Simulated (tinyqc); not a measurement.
Double-gate transistor, scale length and short-channel effects: one step of the calculation.

A body of thickness ts between two insulators of thickness ti and two tied gates. Below threshold the potential that source and drain add obeys Laplace's equation and vanishes on the gate. Its lowest mode decays along the channel as exp(-k y); k is the smallest positive root of the matching condition at the interface, and the scale length is Lambda = pi/k.

Task. Threshold shift, barrier position and swing. Along the channel psi(y) = s + a exp(y/l) + b exp(-y/l) with psi(0) = Vbi, psi(L) = Vbi + Vds and l = 1/k = Lambda/pi; with A = Vbi - s, B = A + Vds, x = exp(-L/l): a = (B - A x) x/(1 - x^2), b = (A - B x)/(1 - x^2). The minimum is s + 2 sqrt(a b), at y = (l/2) ln(b/a). The long-channel potential follows the gate as s = sT + (Vg - VTL)/m, and the threshold VT is the gate voltage at which the minimum equals sT. Swing = m Vt ln 10/g at threshold, g = d(minimum)/ds = 1 - (b x + a)/((1 + x) sqrt(a b)).

Parameters, values chosen for the exercise; permittivities: semiconductor close to that of silicon, insulator close to that of hafnium oxide: temperature T = 300 K; channel length L = 31 nm; potential of the source Vbi = 0.85 V; potential of the barrier top at threshold sT = 0.73 V; long-channel threshold VTL = 0.38 V; long-channel body factor m = 1; drain voltage Vds = 0.8 V.

Constants: q = 1.602176634e-19 C, kB = 1.380649e-23 J/K, Vt = kB T/q. Results are converted to the units shown.

l = 4.6091489 nm

Wanted: s at threshold; a; b; position of the minimum; VT; swing.

Result.

s at threshold = 0.70440 V
a = 0.0011341 V
b = 0.14447 V
position of the minimum = 11.171 nm
VT = 0.35440 V
swing = 66.289 mV/decade

The threshold lies 25.6 mV below the long-channel value, and the barrier top sits at 0.36 L from the source.

Program tinyqc, `OMP_NUM_THREADS=1 python tinyqc.py 2420049 2420050 out.jsonl`; Intel Xeon 2.30GHz, shared host, one thread, about 0.01 s.
